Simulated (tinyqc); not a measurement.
Avalanche multiplication and breakdown of a junction from ionisation integrals: one step, computed by the program tinyqc. Command: `OMP_NUM_THREADS=1 python tinyqc.py 3004685 3004686 out.jsonl impact walk`. One thread of a shared host (Intel(R) Xeon(R) Processor @ 2.30GHz), about 0.01 s of CPU time with the checks.

Ionisation coefficients follow the local field. Position x runs through the depletion layer from the p side (x = 0), where electrons enter, to the n side (x = w), where holes enter. The built-in voltage is neglected.

Question. Multiplication and noise. M_n = 1/(1 - I_n), M_p = M_n exp(-Phi(w)); McIntyre excess noise for the carrier with the larger M, F_x = k M + (1 - k)(2 - 1/M), with k = (smaller M - 1)/(larger M - 1).

Junction: p-i-n with uniform field.

Every 50th point:
```
x (micrometre)  F (MV/cm)  alpha_n (1/cm)  alpha_p (1/cm)          Phi  I_n up to x
0.00            0.2475384        21.45639        172.3483   0.00000000  0.000000000
0.25            0.2475384        21.45639        172.3483  -0.00377230  0.000537423
0.50            0.2475384        21.45639        172.3483  -0.00754460  0.001076877
0.75            0.2475384        21.45639        172.3483  -0.01131689  0.001618370
1.00            0.2475384        21.45639        172.3483  -0.01508919  0.002161909
1.25            0.2475384        21.45639        172.3483  -0.01886149  0.002707503
1.50            0.2475384        21.45639        172.3483  -0.02263379  0.003255158
1.75            0.2475384        21.45639        172.3483  -0.02640609  0.003804884
2.00            0.2475384        21.45639        172.3483  -0.03017838  0.004356687
```

Give: M_n; M_p; effective k; excess noise factor.

Answer.

M_n = 1.004

M_p = 1.035

effective k = 0.1245

excess noise factor = 1.034

Injecting holes gives the larger gain and, at equal gain, the lower noise.
